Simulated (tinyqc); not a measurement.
Exact and approximate size effects: heat flow across a film from the phonon Boltzmann equation in the relaxation-time approximation. Computed by tinyqc, a small Python program. Command: `OMP_NUM_THREADS=1 python tinyqc.py 3011413 3011414 out.jsonl slabbte walk`. One thread of a shared host (Intel(R) Xeon(R) Processor @ 2.30GHz), about 0.02 s of CPU time with the checks.

Two black walls, hot at x = 0 and cold at x = L, emit phonons isotropically. For one free path Lambda, with tau = x/Lambda, tau_L = L/Lambda and phi = (T - T_cold)/Delta T, energy balance gives phi(tau) = (1/2) [E2(tau) + int_0^tau_L phi(s) E1(|tau - s|) ds]; E_n are the exponential integrals. The flux over the ballistic flux C v Delta T/4 is psi = 1 - 2 int_0^tau_L phi(s) E2(s) ds, and kappa_eff/kappa = (3/4) tau_L psi. kappa = C v Lambda/3 is an input, so at fixed kappa a longer free path means a smaller C v.

Inputs (values chosen for the exercise, modelled on silicon): free path Lambda_1 = 160 nm; free path Lambda_2 = 1400 nm; share f_2 of kappa = 0.24.

Free-path groups: two.

Method:
- Cut the film into n equal cells with constant phi, collocated at the centres c_i: the kernel integrates to A_ij = |E2(|c_i - e_j|) - E2(|c_i - e_(j+1)|)|/2 for cell edges e_j, and A_ii = 1 - E2(half a cell); solve (1 - A) phi = E2(c)/2; psi = 1 - 2 sum_j phi_j [E3(e_j) - E3(e_(j+1))].
- Each group is solved on its own with 150 and 300 cells, psi = (4 psi(300) - psi(150))/3, and weighted by its share of kappa (f_1 is what the others leave); exchange of energy between groups inside the film is left out.
- Two-flux: kappa_eff/kappa = sum f_i/(1 + 4 Lambda_i/(3 L)). Matthiessen with the thickness: sum f_i/(1 + Lambda_i/L). Ballistic limit: sum f_i 3 L/(4 Lambda_i).

Kappa_eff/kappa:
```
L (nm)  Boltzmann  two-flux  Matthiessen  ballistic limit
4.8      0.017236  0.017339     0.022956         0.017717
16       0.054229  0.055063     0.071803         0.059057
40        0.12189   0.12503      0.15867          0.14764
96        0.23982   0.24760      0.30040          0.35434
240       0.41776   0.42969      0.49112          0.88586
640       0.62018   0.63128      0.68329           2.3623
1600      0.77284   0.78136      0.81891           5.9057
4000      0.87963   0.88516      0.90855           14.764
```

What does the comparison show, and why?

The two-flux formula lies above the Boltzmann result by at most about 3.2 % (at L = 96 nm); the Matthiessen form is high by up to 33 %, since it misses the factor 3/4 of the ballistic limit. The thinnest film reaches 97 % of that limit, and the thickest, 25 Lambda_1, only 88 % of the bulk value: the long free paths keep the size effect alive far beyond Lambda_1. Rows below about 10 nm are near the phonon wavelength, where a particle picture fails.
